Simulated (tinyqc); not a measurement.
From results back to parameters: shallow acceptor in the spherical four-band model. Three cases, with inputs chosen for the exercise.

Problem. The binding energy of the ground state was computed from a hidden mu.

The ground state 1S3/2 has an L = 0 part f(r) and an L = 2 part g(r). In units of Ry* and a*, with Gaussians f_i = exp(-a_i r^2), g_i = r^2 exp(-a_i r^2), A = a_i + a_j and I(n) = Gamma((n + 1)/2)/(2 A^((n + 1)/2)): S_ff = I(2), S_gg = I(6), H_ff = (6 a_i a_j/A) I(2) - 2 I(1), H_gg = (14 a_i a_j/A) I(6) - 2 I(5), H_fg = -mu [15 I(2) - 20 a_j I(4) + 4 a_j^2 I(6)]; each function is then normalised. The split-off band is left out.

Converged values use 22 exponents 2.2^i, i = -7 to 14, for f and for g.

Find: binding in Ry*; mu; heavy/light mass ratio (1 + mu)/(1 - mu).

Method. The binding in Ry* rises steadily with mu, so bisection finds one value.

Case 1.

Ry* = 3.809 meV
binding energy = 8.622 meV

Solution.

binding in Ry* = 2.263
mu = 0.766
heavy/light mass ratio (1 + mu)/(1 - mu) = 7.5

Case 2.

Ry* = 21.973 meV
binding energy = 27.576 meV

Solution.

binding in Ry* = 1.255
mu = 0.471
heavy/light mass ratio (1 + mu)/(1 - mu) = 2.8

Case 3.

Ry* = 23.168 meV
binding energy = 29.112 meV

Solution.

binding in Ry* = 1.257
mu = 0.472
heavy/light mass ratio (1 + mu)/(1 - mu) = 2.8

Computed by tinyqc, one run a case: `OMP_NUM_THREADS=1 python tinyqc.py N N+1 out.jsonl` with N = 1251563, 1251568, 1251576; one thread of a shared Intel(R) Xeon(R) Processor @ 2.30GHz, about 0.08 s a run at most.
